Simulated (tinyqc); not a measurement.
Low-temperature mobility of a two-dimensional electron gas with static screening. From tau_t/tau_q, charges back to distance d of the charges from the interface. Computed by tinyqc, a small Python program. Command: `OMP_NUM_THREADS=1 python tinyqc.py 3019949 3019950 out.jsonl twodeg inv`. One thread of a shared host (Intel(R) Xeon(R) Processor @ 2.30GHz), about 0.02 s of CPU time with the checks.

One subband is filled, the gas is degenerate and scatters at the Fermi circle; one permittivity serves on both sides of the interface. All formulas are in SI units, masses times m_0. Piezoelectric and polar phonons are left out, and n_s is taken as set by a gate, independent of N_i.

Inputs (values chosen for the exercise, modelled on a strained silicon well):

| quantity | value | unit |
|---|---|---|
| in-plane mass m | 0.183 | m_0 |
| mass across the layer m_z | 0.909 | m_0 |
| permittivity eps | 11.6 | - |
| valley degeneracy g_v | 2 | - |
| sheet density n_s | 9.5e+12 | 1/cm^2 |
| depletion charge N_d | 4e+10 | 1/cm^2 |
| roughness height Delta | 0.39 | nm |
| correlation length Lambda | 5.5 | nm |
| remote charge density N_i | 8.8e+10 | 1/cm^2 |

Wave function: Fang-Howard. Roughness spectrum: Gaussian.

Constants: m_0 = 9.1093837015e-31 kg; e = 1.602176634e-19 C; eps_0 = 8.8541878128e-12 F/m; hbar = 1.054571817e-34 J s.

Method:
- k_F = sqrt(2 pi n_s/g_v); E_F = hbar^2 k_F^2/(2 m); q_TF = g_v m e^2/(2 pi eps eps_0 hbar^2); Fang-Howard parameter b = [12 m_z e^2 (N_d + 11 n_s/32)/(eps eps_0 hbar^2)]^(1/3), mean depth 3/b; effective field F = e (N_d + n_s/2)/(eps eps_0).
- Form factors with u = q/b: screening G(q) = [1 + 9u/8 + 3u^2/8]/(1 + u)^3, remote charge P(q) = exp(-q d)/(1 + u)^3. Dielectric function eps(q) = 1 + q_TF G(q)/q, with q = 2 k_F sin(theta/2).
- Remote charges: <|U|^2> = N_i [e^2 P(q)/(2 eps eps_0 q)]^2.
- 1/tau_t = (m/(pi hbar^3)) int_0^pi (1 - cos theta) <|U|^2>/eps(q)^2 dtheta; the quantum rate 1/tau_q drops the factor (1 - cos theta); 200 Gauss-Legendre points in s with theta = pi s^2, s from 0 to 1; mu = e tau_t/m.

Problem. A run gave the result below. Find the distance d of the charges from the interface, known to lie between 8.3 and 17 nm.

tau_t/tau_q, charges = 225.2278

Solution.

Each step takes the trial c = (a f_b - b f_a)/(f_b - f_a), f being the result less the target and a, b, c the logarithms of the listed values; c replaces end b, the old b replaces a if the sign of f changed, and otherwise f_a is halved.

Scan of the range:

| distance d of the charges from the interface (nm) | tau_t/tau_q, charges |
|---|---|
| 8.30 | 113.144 |
| 9.35 | 138.882 |
| 10.50 | 170.079 |
| 11.90 | 212.306 |
| 13.40 | 262.730 |
| 15.10 | 326.361 |
| 17.00 | 405.635 |

False position (Illinois rule, in the logarithm of the input) inside the bracket:

| step | end a | end b | trial | tau_t/tau_q, charges |
|---|---|---|---|---|
| 1 | 11.9000 | 13.4000 | 12.2676 | 224.167 |
| 2 | 13.4000 | 12.2676 | 12.2974 | 225.144 |
| 3 | 13.4000 | 12.2974 | 12.3021 | 225.298 |
| 4 | 12.2974 | 12.3021 | 12.3000 | 225.228 |
| 5 | 12.3021 | 12.3000 | 12.3000 | 225.228 |

tau_t/tau_q, charges rises at every point of a 13-point scan of the range (every second point is shown), so one value fits; it is bracketed by 11.9 and 13.4. Answer: distance d of the charges from the interface = 12.30 nm.
